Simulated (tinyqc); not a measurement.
Thin-film transistor with exponential tail and deep states, accumulation layer: two steps of the calculation.

An undoped film in accumulation, thicker than the space-charge layer. With band bending psi the Fermi level lies E0 - psi below the band edge. Free electrons n = n0 exp(psi/Vt) carry the current; electrons in two exponential distributions of traps, a = a0 exp(psi/Va) and d = d0 exp(psi/Vp), do not. Linear regime, ohmic contacts, traps in equilibrium.

Parameters, values chosen for the exercise; values close to those of amorphous indium gallium zinc oxide: temperature T = 290 K; relative permittivity of the semiconductor eps_r = 10; density of extended states Nc = 5.4e18 cm^-3; total density of tail states Nt = 3.9e18 cm^-3; characteristic temperature of the tail Tt = 390 K; total density of deep states Nd = 7e16 cm^-3; characteristic temperature of the deep states Td = 2160 K; bulk Fermi level below the band edge E0 = 0.59 eV; gate capacitance Ci = 100 nF/cm^2; gate voltage above flat band Vg = 2.1 V.

Constants: q = 1.602176634e-19 C, kB = 1.380649e-23 J/K, Vt = kB T/q, eps0 = 8.8541878128e-14 F/cm where lengths are in cm. Results are converted to the units shown.

Problem 1. Bulk densities. Va = kB Tt/q, Vp = kB Td/q; n0 = Nc exp(-E0/Vt), a0 = Nt th(T/Tt) exp(-E0/Va), d0 = Nd th(T/Td) exp(-E0/Vp), th(x) = pi x/sin(pi x).

Wanted: Va; Vp; th(T/Tt); n0; a0; d0.

Solution 1.

Va = 0.033608 V
Vp = 0.18613 V
th(T/Tt) = 3.2391
n0 = 3.0134e8 cm^-3
a0 = 3.0006e11 cm^-3
d0 = 3.0300e15 cm^-3

Problem 2. Surface potential by Newton steps. Va = kB Tt/q, Vp = kB Td/q. G(psi) = sum over the three kinds of c0 [V (exp(psi/V) - 1) - psi], field F = sqrt(2 q G/(eps0 eps_r)); Vg = psi + eps0 eps_r F/Ci at the surface. f = psi + eps0 eps_r F/Ci - Vg, f' = 1 + q rho/(Ci F) with rho = sum c0 (exp(psi/V) - 1); psi(new) = psi - f/f'.

psi at the start = 0.64 V
n0 = 3.0133664e8 cm^-3
a0 = 3.0006190e11 cm^-3
d0 = 3.0300263e15 cm^-3

Give: F; f; f'; psi after iteration 1.

Solution 2.

F = 1023 kV/cm
f = 7.599 V
f' = 151.3
psi after iteration 1 = 0.5898 V

tinyqc, about 0.02 s, one thread, Intel Xeon 2.30GHz (shared host): `OMP_NUM_THREADS=1 python tinyqc.py 2610125 2610126 out.jsonl`
